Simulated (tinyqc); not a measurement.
# Quantum point contact as a saddle point with Zeeman splitting: several studies

Potential V0 - m wx^2 x^2/2 + m wy^2 y^2/2; energies are counted from V0. Mode n = 0, 1, ... transmits T_n(E) = 1/(1 + exp(-2 pi (E - E_n)/wx)), E_n = wy (n + 1/2) +/- Ez/2 for the two spins, Ez = gs muB B, muB = q hbar/(2 m0); each spin carries q^2/h.

Parameters, values chosen for the exercise:
- T = 0.5 K (temperature)
- wy = 2.7 meV (transverse quantum hbar wy)
- wx = 1.5 meV (curvature of the barrier hbar wx)
- mu = 3.79 meV (Fermi level above the saddle point)
- gs = 1 (size of the g factor)
- B = 4 T (in-plane magnetic field)

Constants: q = 1.602176634e-19 C, kB = 1.380649e-23 J/K, hbar = 1.054571817e-34 J s, m0 = 9.1093837015e-31 kg, Vt = kB T/q. Results are converted to the units shown.

Each table varies one quantity; the others keep the values above.

## Conductance steps

g(T) = int g(E) (-df/dE) dE = int g(mu + x kB T) dx/(4 cosh^2(x/2)), g(E) the zero-temperature value at E, g = G/(2 q^2/h).

Results:
```
mu (meV)  g at T = 0      g(T)  dg/dmu (1/meV)
0           0.003902  0.004115         0.01714
0.48         0.02828   0.02968          0.1194
0.96          0.1740    0.1785          0.5854
1.45          0.5976    0.5956          0.9344
1.93          0.9119    0.9085          0.3399
2.41          0.9882    0.9875         0.06141
2.89           1.007     1.007         0.04527
3.38           1.062     1.065          0.2514
3.86           1.320     1.324          0.8549
4.82           1.958     1.956          0.1760
5.3            1.997     1.996         0.03723
5.79           2.019     2.020         0.08735
6.27           2.127     2.131          0.4610
6.75           2.500     2.500          0.9672
```

Estimate the missing row, mu = 4.34 meV.

Computed row:
```
mu (meV)  g at T = 0   g(T)  dg/dmu (1/meV)
4.34           1.760  1.756          0.7286
```

With this row back in the table: g rises from 0.00412 to 2.50. The slope is smallest, 0.0372 per meV, at mu = 5.3 meV (g = 2.00) and largest, 0.967, at 6.75 meV among the rows after the first. A riser is wx/(2 pi) = 0.239 meV wide by tunnelling and kB T = 0.0431 meV by heat, against the spacing wy = 2.7 meV and Ez = 0.232 meV.

## Differential conductance at finite bias

Same model as above.

With the bias V split evenly and the saddle held fixed, dI/dV = [g(mu + V/2) + g(mu - V/2)]/2, each thermally averaged.

Result of one run:
```
V (mV)  g(mu + V/2)  g(mu - V/2)  dI/dV
5.4           2.267       0.2666  1.267
```

What becomes of these results when the source-drain bias V is changed from 5.4 to 4.32 mV, all else the same?

Result of the changed run:
```
V (mV)  g(mu + V/2)  g(mu - V/2)  dI/dV
4.32          2.039       0.7485  1.394
```

The whole series:
```
V (mV)  g(mu + V/2)  g(mu - V/2)  dI/dV
0             1.267        1.267  1.267
0.54          1.510        1.110  1.310
1.08          1.749        1.039  1.394
1.62          1.898        1.012  1.455
2.16          1.964        1.000  1.482
2.7           1.989       0.9893  1.489
3.24          2.000       0.9642  1.482
3.78          2.012       0.8978  1.455
4.32          2.039       0.7485  1.394
4.86          2.110       0.5097  1.310
5.4           2.267       0.2666  1.267
5.94          2.510       0.1100  1.310
```

dI/dV moves up and down between 1.27 and 1.49 in units of 2 q^2/h. Right-movers gain modes (1.27 to 2.51) while left-movers lose them (1.27 to 0.110).

## Spin splitting of the first step

Same model as above.

Results:
```
B (T)  Ez (meV)  g at mu = wy/2  dg/dmu there (1/meV)
0             0          0.5000                 1.021
2.3      0.1331          0.5000                 1.003
4.6      0.2663          0.5000                0.9506
6.9      0.3994          0.5000                0.8710
9.1      0.5267          0.5000                0.7780
13.7     0.7930          0.5000                0.5671
16       0.9261          0.5000                0.4681
```

Estimate the missing row, B = 11.4 T.

Computed row:
```
B (T)  Ez (meV)  g at mu = wy/2  dg/dmu there (1/meV)
11.4     0.6599          0.5000                0.6725
```

With this row back in the table: At the middle of the first riser g stays near 1/2, while the slope falls from 1.02 to 0.468 1/meV. It keeps more than a fifth of its zero-field value, so the plateau at q^2/h is not yet flat.

Range of the model: Orbital effects of the in-plane field and interactions (such as the 0.7 feature) are left out.

tinyqc, about 0.04 s, one thread, Intel Xeon 2.30GHz (shared host): `OMP_NUM_THREADS=1 python tinyqc.py 2740043 2740044 out.jsonl`
